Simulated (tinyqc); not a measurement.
X-ray photoelectron analysis of a thin oxide on a semiconductor: attenuation lengths, thickness, angle series and band offsets: one step, computed by the program tinyqc.

The same element is seen in the oxide and in the substrate, at nearly the same kinetic energy; films are flat and uniform, and the work function is ignored.

Task: Peak ratio. R_0 = (rho_o/M_o) L_o/((rho_s/M_s) L_s); peak ratio R = I_ox/I_sub = R_0 [exp(d/(L_o cos theta)) - 1]; hence d = L_o cos theta ln(1 + R/R_0). A carbon layer weakens both peaks alike, by exp(-d_C/(L_o cos theta)) if its L is taken equal to L_o. This R_0 leaves out intrinsic losses from the substrate peak, so calibrated values can be larger.

Inputs (values chosen for the exercise, modelled on SiO2 on silicon):
```
quantity                        value     unit
oxide density                    2.24   g/cm^3
oxide formula mass              60.08    g/mol
substrate density                2.33   g/cm^3
substrate formula mass          28.09    g/mol
oxide thickness d                0.61       nm
emission angle from the normal     45  degrees
carbon overlayer                 0.76       nm
```

L in the oxide = 4.526746 nm

L in the substrate = 3.622517 nm

Give: R_0; d/(L_o cos theta); ratio R; oxide share of the counts; attenuation by carbon; depth 3 L_o cos theta.

Result:

R_0 = 0.5617

d/(L_o cos theta) = 0.1906

ratio R = 0.1179

oxide share of the counts = 0.1055

attenuation by carbon = 0.7886

depth 3 L_o cos theta = 9.603 nm
